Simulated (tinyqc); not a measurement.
From one set of inputs to another, one input at a time: out-diffusion of a doped substrate or buried layer into a growing epitaxial film. Computed by tinyqc, a small Python program. Command: `OMP_NUM_THREADS=1 python tinyqc.py 3029575 3029576 out.jsonl buried ladder`. One thread of a shared host (Intel(R) Xeon(R) Processor @ 2.30GHz), about 0.01 s of CPU time with the checks.

x is counted from the original substrate surface into the film, whose surface moves as x = v t. Substrate dopant has one diffusivity; the dopant of the film is taken as uniform.

The inputs printed are set A. Set A is modelled on boron in silicon; the values taken over come from a set modelled on phosphorus in silicon. Inputs not listed in the table keep their values of set A, so the rows need not describe a real material.

Inputs (values chosen for the exercise, modelled on boron in silicon): prefactor D0 = 0.874 cm^2/s; activation energy E = 3.49 eV; substrate concentration C_s = 5e+19 1/cm^3; film doping C_e = 2.1e+16 1/cm^3; growth rate v = 0.59 um/min; film thickness d = 1.5 um; growth temperature T = 1025 C; autodoping level at the start, as a share of C_s = 0.002; decay length of autodoping = 0.22 um; later thermal budget (Dt)2 = 1.5e-11 cm^2.

Film doping: same type as the substrate.

Constants: k_B = 8.617333262e-05 eV/K.

Method:
- D = D0 exp(-E/(k_B T)); growth time t = d/v; l = 2 sqrt(D t); growth number G = v t/l = d/l; 1 um = 1e-4 cm.
- Temperatures in kelvin are T(C) + 273.15.
- After growth and the later budget: l2 = 2 sqrt(D t + (Dt)2); C(x) = (C_s/2) erfc(x/l2) + share x C_s exp(-x/decay length) for x > 0 (autodoping taken as unchanged by the later budget). The transition x_t solves C(x) = C_e, where the total doping is twice the intended value.
- Usable film = d - x_t. Also give x_t for the erfc term alone, after growth and after the later budget.

Each row keeps all changes above it:
```
input moved                                                from          to  x_t after the later budget, erfc alone (um)  x_t with autodoping (um)  usable film (um)
set A                                                         -           -                                      0.20457                   0.34335            1.1567
substrate concentration C_s (1/cm^3)                      5e+19       3e+18                                      0.15054                   0.15388            1.3461
growth temperature T (C)                                   1025        1125                                      0.24588                   0.24933            1.2507
decay length of autodoping (um)                            0.22        0.17                                      0.24588                   0.24833            1.2517
autodoping level at the start, as a share of C_s          0.002       1e-05                                      0.24588                   0.24589            1.2541
later thermal budget (Dt)2 (cm^2)                       1.5e-11     4.8e-10                                      0.78867                   0.78867            0.7113
prefactor D0 (cm^2/s) and activation energy E (eV)  0.874, 3.49  4.76, 3.71                                      0.78537                   0.78537            0.7146
```

x_t after the later budget, erfc alone goes from 0.205 to 0.785, a factor 3.84 in all. The largest single move comes from later thermal budget (Dt)2 (a factor 3.21), and substrate concentration C_s works against it (a factor 0.736). x_t with autodoping goes from 0.343 to 0.785, a factor 2.29 in all. The largest single move comes from later thermal budget (Dt)2 (a factor 3.21), and substrate concentration C_s works against it (a factor 0.448). Usable film goes from 1.16 to 0.715, a factor 0.618 in all. The largest single move comes from later thermal budget (Dt)2 (a factor 0.567), and substrate concentration C_s works against it (a factor 1.16). The single moves hold for this order of the switches; the total does not depend on the order.

Caution (rows set A): the substrate doping is comparable to or above the intrinsic density at growth temperature, so the diffusivity may be higher on that side.

Extremes, crossings and ranges named in words are read from the listed rows.
